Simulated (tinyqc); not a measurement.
Specific resistance of a metal-semiconductor contact and its transmission-line measurement: one step, computed by the program tinyqc. Command: `OMP_NUM_THREADS=1 python tinyqc.py 3015770 3015771 out.jsonl contact walk`. One thread of a shared host (Intel(R) Xeon(R) Processor @ 2.30GHz), about 0.01 s of CPU time with the checks.

The barrier is parabolic (depletion approximation), energies E are normal energies counted from the band edge in the neutral semiconductor (downwards for holes), and the bias is zero. xi is an input, held fixed when other inputs move.

Question. Current crowding. Transmission-line model: transfer length L_T = sqrt(rho_c/R_sh); R_c = (R_sh L_T/W) coth(d/L_T). Limits: rho_c/(W d) for d << L_T, sqrt(rho_c R_sh)/W for d >> L_T.

Inputs (values chosen for the exercise, modelled on p-type SiGe):
```
quantity               value        unit
temperature T            400           K
sheet resistance R_sh   1400         ohm
contact length d         1.3  micrometre
contact width W          7.8  micrometre
```

Image-force lowering: left out.

specific contact resistance rho_c = 2.033913e-06 ohm cm^2

Give: transfer length L_T; d/L_T; contact resistance R_c; R_c W; short-contact limit; long-contact limit.

Answer.

transfer length L_T = 0.3812 micrometre

d/L_T = 3.411

contact resistance R_c = 68.56 ohm

R_c W = 534.8 ohm micrometre

short-contact limit = 20.06 ohm

long-contact limit = 68.41 ohm

The contact is long: current crowds at the front edge, and more length does not help.
